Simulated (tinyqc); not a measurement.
Shockley-Read-Hall recombination through one deep level: sweeps and comparisons. A value that a table varies takes the place of the one given here.

One level at Et with degeneracy 1: tn = 1/(sn vth Nt), tp = 1/(sp_ vth Nt), n1 = Nc exp((Et - Eg)/kT), p1 = Nv exp(-Et/kT), ni^2 = n1 p1. Equilibrium p0 = Nm, n0 = ni^2/Nm; n = n0 + dn, p = p0 + dn. U = (n p - ni^2)/(tp (n + n1) + tn (p + p1)), lifetime dn/U; emission rates en = sn vth n1, ep = sp_ vth p1.

Constants: kB = 8.617333262e-05 eV/K.

Inputs chosen for the exercise (gap and densities of states near those of Si at this temperature; shifted at random, so the results belong to these values and not to a real crystal): E1 = 0.231 eV (level (0/-1) above Ev); E2 = 0.895 eV (level (-1/-2) above Ev); gm = 2 (degeneracy of the middle state, the others 1); T = 300 K; Eg = 1.136 eV (gap); Nc = 2.55e+19 1/cm^3 (conduction-band density of states); Nv = 1.19e+19 1/cm^3 (valence-band density of states); Nd = -1.2e+16 1/cm^3 (ionised shallow donors minus acceptors); Et = 0.231 eV (recombination level above Ev); Nt = 6.4e+14 1/cm^3 (defects); sn = 1e-14 cm^2 (electron capture cross-section); sp_ = 2.9e-14 cm^2 (hole capture cross-section); vth = 14000000 cm/s (thermal velocity, both carriers); Nm = 8.2e+16 1/cm^3 (equilibrium holes for the lifetime steps); dn = 2.1e+12 1/cm^3 (excess pairs).

## Charge state against the Fermi level (deep level with several charge states)

Energies from Ev. The defect has charge states 0, -1, -2 with weights 1, gm exp((EF - E1)/kT), exp((2 EF - E1 - E2)/kT); the shares are the weights over their sum. Boltzmann carriers: n = Nc exp((EF - Eg)/kT), p = Nv exp(-EF/kT). Neutrality: p - n + Nd + Nt <q> = 0.

Shares:
```
EF (eV),0,-1,-2,<q>
0.068,0.996,0.004,0.000,-0.004
0.159,0.890,0.110,0.000,-0.110
0.250,0.193,0.807,0.000,-0.807
0.341,0.007,0.993,0.000,-0.993
0.432,0.000,1.000,0.000,-1.000
0.523,0.000,1.000,0.000,-1.000
0.613,0.000,1.000,0.000,-1.000
0.704,0.000,1.000,0.000,-1.000
0.795,0.000,0.990,0.010,-1.010
0.886,0.000,0.739,0.261,-1.261
0.977,0.000,0.077,0.923,-1.923
1.068,0.000,0.002,0.998,-1.998
```

Where the levels are several kT apart the middle state rules between about E1 - kT ln gm = 0.213 and E2 + kT ln gm = 0.913 eV; its largest share listed is 1.000. Each step spreads from 10 % to 90 % over 4.4 kT = 0.114 eV.

## Defects against doping (deep level with several charge states)

Nt takes the listed multiples of |Nd|; the resistivity uses mobilities of 1000 (electrons) and 300 (holes) cm^2/(V s), chosen for the exercise, and e = 1.602176634e-19 C.

Neutral state:
```
Nt/|Nd|,EF (eV),n (1/cm^3),p (1/cm^3),rho (ohm cm)
0.01,0.1783,2.08e+03,1.20e+16,1.73
0.10,0.1778,2.04e+03,1.22e+16,1.70
0.30,0.1769,1.97e+03,1.27e+16,1.64
0.60,0.1756,1.87e+03,1.34e+16,1.56
0.90,0.1744,1.79e+03,1.40e+16,1.49
1.10,0.1737,1.74e+03,1.44e+16,1.45
1.50,0.1724,1.66e+03,1.51e+16,1.38
3.00,0.1686,1.43e+03,1.75e+16,1.19
10.00,0.1591,991,2.52e+16,0.824
```

EF goes from 0.178 to 0.159 eV and the resistivity from 1.73 to 0.824 ohm cm, with a largest value of 1.73. The largest move of EF, -0.010 eV, comes between Nt/|Nd| = 3 and 10; the levels lie at 0.231 and 0.895 eV. A defect can take up to two electrons but give none, so it adds holes rather than removing them.

## Lifetime against injection

Recombination:
```
dn (1/cm^3),lifetime (microsecond),U (1/(cm^3 s))
1.0e+11,0.01137,8.79e+18
1.0e+12,0.01137,8.79e+19
1.0e+13,0.01137,8.79e+20
1.0e+14,0.01138,8.79e+21
1.0e+15,0.01142,8.76e+22
1.0e+16,0.01177,8.50e+23
1.0e+17,0.01337,7.48e+24
1.0e+18,0.01473,6.79e+25
```

The lifetime rises from 0.01137 to 0.01473 microsecond; tn + tp = 0.01501. At low injection it is tn (1 + p1/p0) + tp n1/p0 with n1/Nm = 1.9e-13 and p1/Nm = 0.019: re-emission lengthens it to 1.02 times the minority capture time. Auger and radiative paths are left out; they cut in at the highest injections, and in a doped direct-gap crystal the radiative one counts at all injections. dn = dp neglects trapped charge, which matters where the traps hold a charge comparable with dn, at low injection and with very unequal cross sections.

## Where a level does most harm

Et takes the values listed; G = Nt en ep/(en + ep) in a depleted region; the lifetime is for dn = 1e11 1/cm^3.

Results:
```
Et (eV),lifetime (microsecond),G (1/(cm^3 s))
0.068,0.128,2.61e+09
0.159,0.0146,8.83e+10
0.250,0.0113,2.98e+12
0.341,0.0112,1.01e+14
0.432,0.0112,3.41e+15
0.523,0.0112,1.12e+17
0.613,0.0112,1.49e+17
0.704,0.0112,4.61e+15
0.795,0.0112,1.36e+14
0.886,0.0112,4.04e+12
0.977,0.0137,1.20e+11
1.068,0.0974,3.54e+09
```

Generation peaks where en = ep, at Eg/2 + (kT/2) ln(sp_ Nv/(sn Nc)) = 0.572 eV; the largest value listed is at 0.613 eV, and G falls by a decade for each 0.060 eV away from the peak. The lifetime is within a factor 2 of its minimum, 0.0112 microsecond, from 0.159 to 0.977 eV: recombination tolerates a wide range of Et, generation a narrow one.

## What moves lifetime and leakage

G = Nt en ep/(en + ep). Each row changes one parameter from the base and keeps the others.

Results:
```
case,lifetime (microsecond),G (1/(cm^3 s))
base,0.01137,1.43e+12
Et = 0.271 eV,0.01121,6.72e+12
sn = 2e-14 cm^2,0.005687,2.86e+12
sp_ = 5.8e-14 cm^2,0.01137,1.43e+12
Nt = 3.2e+14 1/cm^3,0.02275,7.15e+11
Nm = 2.46e+17 1/cm^3,0.01123,1.43e+12
dn = 6.3e+12 1/cm^3,0.01137,1.43e+12
```

The largest shifts from the base row, up to three for each result and ties (the steps differ in size, so this ranks the rows, not the parameters). lifetime (microsecond): Nt +0.0114, sn -0.00569, Et -0.000168; unchanged at the printed digits by sp_ and dn. G (1/(cm^3 s)): Et +5.29e+12, sn +1.43e+12, Nt -7.15e+11; unchanged at the printed digits by sp_, Nm and dn.

Run: tinyqc, `OMP_NUM_THREADS=1 python tinyqc.py 1652431 1652432 out.jsonl`; Intel(R) Xeon(R) Processor @ 2.30GHz, one thread, shared host; about 0.01 s of CPU time with all checks.
